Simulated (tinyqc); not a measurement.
Free and trapped electrons in a MOS channel with a dense trap tail: one step of the calculation.

p-type body, charge-sheet picture, full ionisation (an idealisation for deep acceptors), Boltzmann statistics for free electrons. e = Ec - EF at the surface. Acceptor-like traps of density D(E) = D0 + De exp(-E/Ew) at depth E below Ec, from 0 to Eu, hold n_t = integral of D(E)/(1 + exp((e - E)/Vt)). psi = Eg - Vt ln(Nv/Na) - e; N_dep = sqrt(2 eps0 eps_r Na (psi - Vt)/q); n_f = sqrt(N_dep^2 + 2 eps0 eps_r Vt Nc exp(-e/Vt)/q) - N_dep; Vg = Vfb + psi + q (N_dep + n_t + n_f)/Cox, Cox = eps0 eox/tox.

Task. Charges and gate voltage. psi, N_dep, n_f and Vg as defined, with the n_t given; free share n_f/(n_f + n_t); apparent mobility mf n_f/(n_f + n_t); gate voltage spent on traps q n_t/Cox.

Inputs (values chosen for the exercise); band and dielectric values close to those of 4H silicon carbide: temperature T = 250 K; band gap Eg = 3.31 eV; relative permittivity eps_r = 9.72; conduction-band density of states at T Nc = 1.31e19 cm^-3; valence-band density of states at T Nv = 1.88e19 cm^-3; relative permittivity of the insulator eox = 3.9; insulator thickness tox = 41 nm; acceptor density Na = 4.4e16 cm^-3; flat-band voltage without trapped charge Vfb = -2.42 V; mobility of free electrons mf = 81 cm^2/(V s); Ec - EF at the surface e = 0.042 eV.

Constants: q = 1.602176634e-19 C, kB = 1.380649e-23 J/K, Vt = kB T/q, eps0 = 8.8541878128e-14 F/cm where lengths are in cm. Results are converted to the units shown.

n_t = 6.3844488e11 cm^-2

Wanted: psi; N_dep; n_f; Vg; free share; apparent mobility; gate voltage spent on traps.

Result.

psi = 3.1375 V
N_dep = 1.2136e12 cm^-2
n_f = 1.6639e11 cm^-2
Vg = 4.5573 V
free share = 20.674 %
apparent mobility = 16.746 cm^2/(V s)
gate voltage spent on traps = 1.2145 V

Numbers from tinyqc (`OMP_NUM_THREADS=1 python tinyqc.py 2222052 2222053 out.jsonl`; about 0.02 s on one thread of a shared Intel Xeon 2.30GHz).
